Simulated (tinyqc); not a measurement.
Dopant series: competing polymorphs of an oxide film: bulk, surface, grain-boundary, dopant and field terms. Computed by tinyqc, a small Python program. Command: `OMP_NUM_THREADS=1 python tinyqc.py 3005475 3005476 out.jsonl polymorph walk`. One thread of a shared host (Intel(R) Xeon(R) Processor @ 2.30GHz), about 0.01 s of CPU time with the checks.

Phases: monoclinic m (reference), polar orthorhombic o, tetragonal t. Free energies per formula unit (f.u.); 1 J/m^2 x angstrom^3/nm = 6.241509 meV.

Inputs (values chosen for the exercise, for a model oxide):
```
quantity,value,unit
energy of the polar phase o over m,64.8,meV/f.u.
energy of the tetragonal phase t over m,142,meV/f.u.
entropy of o over m,0.0088,meV/(f.u. K)
entropy of t over m,0.057,meV/(f.u. K)
surface energy of m,2.91,J/m^2
surface energy of o,2.5,J/m^2
surface energy of t,2.41,J/m^2
grain-boundary energy over surface energy,0.43,-
volume per formula unit Omega,35.5,angstrom^3
film thickness h,21,nm
grain radius R,20,nm
temperature T,500,K
shift of o per % of dopant,-6.5,meV/f.u.
shift of t per % of dopant,-12,meV/f.u.
width sigma of ln R,0.52,-
interlayer thickness (SiO2),1,nm
```

Geometry: columnar grains in a film.

permittivities of m, o, t: [21, 30, 33]

Method:
- Bulk term b = H - T S + (shift) x, zero for m.
- With G = b + gamma Omega A (b the bulk free energy per formula unit, A the area per volume), two phases i, j cross at A_ij = (b_j - b_i)/(Omega (gamma_i - gamma_j)); o has a window only if A_mo < A_ot.
- Grain radii are log-normal by volume with median R and width sigma; the share with A above A* is that with radius below R*, R* = f_b/(A* - 2/h) (all grains if A* <= 2/h), share = (1/2) erfc[-ln(R*/R)/(sqrt 2 sigma)]. Effective permittivity of a layer of thickness h built of such grains, taken in parallel: sum of share x eps; EOT = interlayer + 3.9 h/eps.

Against dopant content:
```
x (%),A_mo (1/nm),A_ot (1/nm),share m,share o,share t
0.0,0.66487,2.6628,1.00000,0.00000,0.0000
1.0,0.59332,2.3870,1.00000,0.00000,0.0000
2.0,0.52177,2.1112,1.00000,0.00000,0.0000
3.0,0.45022,1.8354,1.00000,0.00000,0.0000
4.0,0.37867,1.5596,1.00000,0.00000,0.0000
5.0,0.30712,1.2837,0.99999,0.00001,0.0000
6.5,0.19979,0.8700,0.99882,0.00118,0.0000
8.0,0.09247,0.4563,0.00000,1.00000,0.0000
10.0,-0.05064,-0.0953,0.00000,0.00000,1.0000
```

What follows from these numbers?

The dopant lowers t by 12 and o by 6.5 meV per %, so A_ot falls faster than A_mo. The share of o peaks at x = 8 % (1.00): a doping window between m and t. t holds the majority from x = 10 % on.

Extremes, crossings and ranges named in words are read from the listed rows.
